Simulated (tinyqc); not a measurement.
X-ray photoelectron analysis of a thin oxide on a semiconductor: attenuation lengths, thickness, angle series and band offsets: one step, computed by the program tinyqc.

The same element is seen in the oxide and in the substrate, at nearly the same kinetic energy; films are flat and uniform, and the work function is ignored.

Task: Inelastic mean free paths. TPP-2M: lambda = E/(E_p^2 [b ln(c E) - C/E + D/E^2]) in angstrom, E_p = 28.8 sqrt(N_v rho/M), b = -0.10 + 0.944/sqrt(E_p^2 + E_g^2) + 0.069 rho^0.1, c = 0.191/sqrt(rho), U = N_v rho/M, C = 1.97 - 0.91 U, D = 53.4 - 20.8 U, with E = photon energy less binding energy in eV. Attenuation length L = factor x lambda.

Inputs (values chosen for the exercise, modelled on SiO2 on 4H-SiC):
```
quantity                                           value    unit
photon energy                                     1486.6      eV
binding energy of the core level                   100.5      eV
oxide density                                       2.21  g/cm^3
oxide formula mass                                 60.08   g/mol
valence electrons per oxide formula                   16       -
oxide gap                                           8.89      eV
substrate density                                   3.21  g/cm^3
substrate formula mass                              40.1   g/mol
valence electrons per substrate formula                8       -
substrate gap                                       3.26      eV
attenuation length over inelastic mean free path     0.9       -
```

Give: kinetic energy E; the table «Terms» with the columns E_p (eV), b, c, lambda (nm), for layer = oxide, substrate; L in the oxide; L in the substrate.

Result:

kinetic energy E = 1386.1 eV

Terms:
```
layer      E_p (eV)         b        c  lambda (nm)
oxide        22.094  0.014332  0.12848       3.8759
substrate    23.047  0.018091  0.10661       2.9190
```

L in the oxide = 3.4883 nm

L in the substrate = 2.6271 nm
